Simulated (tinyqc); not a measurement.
Angle of incidence: thin-film optics by transfer matrices.

Indices N = n + i k. Snell: N0 sin(theta) = N_j sin(theta_j), with Im(N_j cos theta_j) >= 0. Admittance y_j = N_j cos theta_j for s and N_j/cos theta_j for p. Phase delta_j = 2 pi N_j cos theta_j d_j/lambda. Layer matrix [[cos delta, -i sin delta/y], [-i y sin delta, cos delta]], multiplied from the top down to M. (B, C) = M (1, y_sub); r = (y0 B - C)/(y0 B + C), R = |r|^2, T = 4 Re y0 Re y_sub/|y0 B + C|^2, absorbed in the films 1 - R - T.

Ellipsometry: rho = tan(Psi) exp(i Delta) = -conj(r_p/r_s) with the r of the admittance formula, Delta in 0 to 360 degrees, so that a bare dielectric at small angles gives Delta = 180.

Values chosen for the exercise (indices near those of HfO2, SiO2 on Cu; shifted at random, so the results belong to these values and not to a real crystal): lam = 193 nm (vacuum wavelength); n0 = 1 (ambient index); n = (2.765, 1.56, 0.956) (n of HfO2, SiO2, substrate); k = (0.578, 0, 1.448) (k in the same order); d = (5.4, 8.9) nm (thicknesses, top first).

Both polarisations.

Stack:
```
theta (degrees),R_s,R_p,Psi,Delta
0,0.0772,0.0772,45.00,180.00
15,0.0749,0.0724,44.50,183.82
30,0.0708,0.0605,42.75,198.40
45,0.0763,0.0507,39.20,232.84
55,0.1011,0.0582,37.17,268.62
60,0.1275,0.0731,37.12,287.52
65,0.1693,0.1019,37.80,304.89
70,0.2336,0.1530,38.98,319.83
75,0.3306,0.2398,40.42,332.26
80,0.4750,0.3834,41.94,342.65
85,0.6880,0.6184,43.47,351.67
```

What does the comparison show, and why?

R_s and R_p agree at normal incidence (0.0772). R_p is lowest at 45 degrees of those listed (0.0507), where R_s = 0.0763: both are low, so this is an interference minimum, not a Brewster effect. R_s does not rise steadily, because the phase thickness of the films changes with the angle.

Computed by tinyqc, a small Python program: `OMP_NUM_THREADS=1 python tinyqc.py 1652672 1652673 out.jsonl` (the numbers bound the seed that draws the inputs); one thread of a shared host (Intel(R) Xeon(R) Processor @ 2.30GHz), about 0.01 s for the whole set of steps.
